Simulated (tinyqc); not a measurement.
What each parameter does: shallow donor in an anisotropic valley (effective-mass theory).

One valley: H = -c [(d2/dx2 + d2/dy2)/mt + (d2/dz2)/ml] - q/(eps r), c = hbar^2/2m0, q = e^2/(4 pi eps0). Trial function exp(-sqrt((x^2 + y^2)/a^2 + z^2/b^2)) with a > b: T = (c/3)(2/(mt a^2) + 1/(ml b^2)), V = -(q/eps) atan(u/b)/u, u = sqrt(a^2 - b^2). The central cell of the impurity is left out.

Constants: hbar^2/2m0 = 3.80998211 eV angstrom^2; e^2/(4 pi eps0) = 14.39964547 eV angstrom.

Values chosen for the exercise (out of a larger set: near those of GaP; not measured data): ml = 1.952 m0 (longitudinal mass); mt = 0.247 m0 (transverse mass); eps = 11.1 (dielectric constant).

The minimum of the trial energy. Each row changes one parameter from the base and keeps the others.

Results:

| case | E (meV) | a (angstrom) | b (angstrom) | b/a |
|---|---|---|---|---|
| base | -47.77 | 16.54 | 8.00 | 0.484 |
| ml = 1.562 m0 | -45.49 | 17.07 | 8.92 | 0.522 |
| mt = 0.272 m0 | -51.52 | 15.22 | 7.61 | 0.500 |
| eps = 12.2 | -39.54 | 18.18 | 8.79 | 0.484 |

The largest shifts from the base row, up to three for each result and ties (the steps differ in size, so this ranks the rows, not the parameters). E (meV): eps +8.23, mt -3.75, ml +2.27. a (angstrom): eps +1.64, mt -1.31, ml +0.53. b (angstrom): ml +0.92, eps +0.79, mt -0.39. b/a: ml +0.039, mt +0.016; unchanged at the printed digits by eps. eps only rescales the solution (E as 1/eps^2, lengths as eps), so b/a depends on ml/mt alone.

Program tinyqc; command `OMP_NUM_THREADS=1 python tinyqc.py 1282004 1282005 out.jsonl`; about 0.01 s on one thread of a shared Intel(R) Xeon(R) Processor @ 2.30GHz.
